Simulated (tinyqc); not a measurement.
Cahn-Hilliard equation on a periodic one-dimensional grid: one step, computed by the program tinyqc.

Free energy F = h sum_j [A (c_j^2 - 1)^2/4 + (kappa/2) ((c_(j+1) - c_j)/h)^2]; dc/dt = Lap(mu), mu = A (c^3 - c) - kappa Lap(c), Lap(y)_j = (y_(j+1) - 2 y_j + y_(j-1))/h^2, mobility 1; the grid has n = 12 points.

Task: Linear stability. f'' = A (3 c0^2 - 1). Mode m has lambda_m = (4/h^2) sin^2(pi m/n) and the rate w_m = -lambda_m (f'' + kappa lambda_m). In the continuum the fastest wavelength is 2 pi sqrt(2 kappa/|f''|) with the rate f''^2/(4 kappa). Explicit steps near c = +-1, where f'' = 2A, are stable for dt < 2/(16 kappa/h^4 + 8 A/h^2).

Inputs (values chosen for the exercise, in reduced units):
```
quantity                    value  unit
spacing h                     1.2     -
well depth A                    1     -
gradient coefficient kappa   0.48     -
mean composition c0         -0.19     -
```

Give: f''; Modes of the grid; fastest wavelength; largest rate; explicit limit of dt.

Result:

f'' = -0.8917

Modes of the grid:
```
m  lambda_m     w_m
1     0.186   0.149
2     0.694   0.388
3     1.389   0.313
4     2.083  -0.226
5     2.592  -0.913
6     2.778  -1.227
```

fastest wavelength = 6.519

largest rate = 0.4141

explicit limit of dt = 0.216
